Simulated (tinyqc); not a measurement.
Inputs raised by 2 %, one at a time: bottom-up copper filling of a trench by curvature-enhanced accelerator coverage. Computed by tinyqc, a small Python program. Command: `OMP_NUM_THREADS=1 python tinyqc.py 3005584 3005585 out.jsonl superfill sens`. One thread of a shared host (Intel(R) Xeon(R) Processor @ 2.30GHz), about 0.09 s of CPU time with the checks.

A rectangular trench keeps vertical walls and a flat floor. An accelerator floats on the surface; where area is lost in the corners it is passed on to the floor.

Inputs (values chosen for the exercise, close to those used for damascene copper plating):
```
quantity                                          value     unit
trench width w                                      110       nm
aspect ratio h/w                                    1.4        -
exchange current of the suppressed surface i_0    0.035  mA/cm^2
exchange current of the accelerated surface i_1       4  mA/cm^2
transfer coefficient alpha                         0.53        -
overpotential eta                                  0.14        V
starting coverage theta_0                        0.0093        -
adsorption rate k_a                                   0      1/s
cupric ion concentration C                         0.49    mol/l
diffusivity D                                     6e-06   cm^2/s
boundary layer delta                                 30       um
temperature T                                       298        K
```

Constants: e = 1.602176634e-19 C; N_A = 6.02214076e+23 1/mol; k_B = 8.617333262e-05 eV/K.

Method. Kinetic current i_k = [i_0 (1 - theta) + i_1 theta] exp(alpha eta/(k_B T)), limit i_L = 2 F D C/delta, i = 1/(1/i_k + 1/i_L); velocity v = i Omega/(2F), Omega = 7.11 cm^3/mol, F = e N_A. Depletion inside the trench is ignored. Half width x, floor height y, depth h = aspect ratio x w. dx/dt = -v_s, dy/dt = v_b. d theta_b/dt = k_a (1 - theta_b) + [theta_s v_b + theta_b v_s]/x: the floor takes the accelerator of the wall it covers and keeps its own as it narrows. d theta_s/dt = k_a (1 - theta_s). theta_b is capped at 1. Integrate (tolerance 1e-9) until the walls meet (x = 0.02 w/2) or the floor passes the original mouth y = h. Start: x = w/2, y = 0, theta_b = theta_s = theta_0. Height filled = y/h, opening left = x/(w/2).

Runs; columns: (1) input moved; (2) from; (3) to; (4) time at the end (s); (5) opening left, as a share of w; (6) ratio v(1)/v(theta_0); (7) share of the height filled from the floor:
```
(1)                                                           (2)       (3)     (4)      (5)     (6)  (7)
base run                                                        -         -  102.61  0.11756  40.593    1
trench width w (nm)                                           110     112.2  104.66  0.11756  40.593    1
aspect ratio h/w                                              1.4     1.428  103.02  0.11399  40.593    1
exchange current of the suppressed surface i_0 (mA/cm^2)    0.035    0.0357  101.84  0.11579  40.207    1
exchange current of the accelerated surface i_1 (mA/cm^2)       4      4.08  101.38  0.11917  40.758    1
overpotential eta (V)                                        0.14    0.1428   96.94  0.11711  39.954    1
starting coverage theta_0                                  0.0093  0.009486  101.39  0.11915  40.183    1
boundary layer delta (um)                                      30      30.6  102.64  0.11741  40.375    1
```

Exponents ln(y'/y) / ln(x'/x); columns: (1) input; (2) time at the end; (3) opening left, as a share of w; (4) ratio v(1)/v(theta_0); (5) share of the height filled from the floor:
```
(1)                                                 (2)     (3)     (4)  (5)
trench width w                                    1.000   0.000   0.000    0
aspect ratio h/w                                  0.204  -1.556   0.000    0
exchange current of the suppressed surface i_0   -0.381  -0.765  -0.482    0
exchange current of the accelerated surface i_1  -0.609   0.687   0.206    0
overpotential eta                                -2.872  -0.192  -0.801    0
starting coverage theta_0                        -0.603   0.682  -0.512    0
boundary layer delta                              0.015  -0.064  -0.271    0
```

Which inputs matter most for each result?

Among the inputs moved here: time at the end answers most in size to overpotential eta (exponent -2.872), next to trench width w (+1.000). Its exponent +1.000 in trench width w: without adsorption the problem scales with w. Opening left, as a share of w answers most in size to aspect ratio h/w (exponent -1.556), next to exchange current of the suppressed surface i_0 (-0.765); its exponent is below 0.0005 for trench width w. Its exponent 0.000 in trench width w: without adsorption the shape does not depend on scale. Ratio v(1)/v(theta_0) answers most in size to overpotential eta (exponent -0.801), next to starting coverage theta_0 (-0.512); its exponent is below 0.0005 for trench width w, aspect ratio h/w. share of the height filled from the floor hardly depends on these (all exponents below 0.005).

Caution (all rows): real profiles develop slanted corners, and accelerator is consumed; both are left out.
